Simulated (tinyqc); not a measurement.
## Non-linearity against on/off ratio

Worst-case read of an N x N array without selectors, ideal wires, unselected lines floating and all unselected cells in the low state with resistance K Ron: the sneak path is Rsn = K Ron [2/(N - 1) + 1/(N - 1)^2], in parallel with the selected cell Rc. A sense resistor Ron to ground gives Vout = Vr Ron/(Ron + Rc Rsn/(Rc + Rsn)); margin = [Vout(Rc = Ron) - Vout(Rc = ra Ron)]/Vr. Here N = 32; the columns give the margin for ra = 3, 20 and 1000.

Result of one run:
```
Rsn/Ron	margin, ra = 3 (%)	margin, ra = 20 (%)	margin, ra = 1000 (%)
0.1967	1.466	2.186	2.317
```

Which factor by which unselected cells are more resistive K gave this result: 3, 10, 30 or 3000?

K = 3.

The whole series:
```
K	Rsn/Ron	margin, ra = 3 (%)	margin, ra = 20 (%)	margin, ra = 1000 (%)
1	0.06556	0.2329	0.3377	0.3562
3	0.1967	1.466	2.186	2.317
10	0.6556	6.615	10.46	11.22
30	1.967	14.43	24.30	26.38
100	6.556	20.84	36.70	40.23
300	19.67	23.48	42.08	46.31
1000	65.56	24.53	44.25	48.78
3000	196.7	24.84	44.91	49.52
```

At K = 1 the margin is 0.233 % for ra = 3 and 0.356 % for ra = 1000: an on/off ratio 333 times larger gains a factor of only 1.53, because the sneak path (0.066 Ron) shunts the cell. Raising K to 3000 lifts the margin at ra = 20 from 0.338 to 44.9 %.

Numbers from tinyqc (`OMP_NUM_THREADS=1 python tinyqc.py 2880107 2880108 out.jsonl`; about 0.01 s on one thread of a shared Intel Xeon 2.30GHz).
